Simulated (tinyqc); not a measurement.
## Slope factor and drain-induced lowering from three currents

Inverse problem. With source and body at 0 V, I = A exp((Vg + dd Vd)/(nf Vt)) (1 - exp(-Vd/Vt)). Find nf, the swing nf Vt ln 10 and dd.

Values chosen for this exercise:
```
symbol  value  unit      meaning
T         330     K  temperature
```

Constants: q = 1.602176634e-19 C, kB = 1.380649e-23 J/K, Vt = kB T/q. Results are converted to the units shown.

currents at (Vg, Vd) = (0, 0.05), (0, 1.1) and (0.11, 1.1) V (nA/um): 0.014029791  2.7606823  77.486947

Answer. The pair at equal Vd gives nf; the pair at equal Vg, after dividing out the factors 1 - exp(-Vd/Vt), gives dd.

nf = 1.160
swing = 75.96 mV/decade
dd = 0.1600

Program tinyqc, `OMP_NUM_THREADS=1 python tinyqc.py 2242012 2242013 out.jsonl`; Intel Xeon 2.30GHz, shared host, one thread, about 0.03 s.
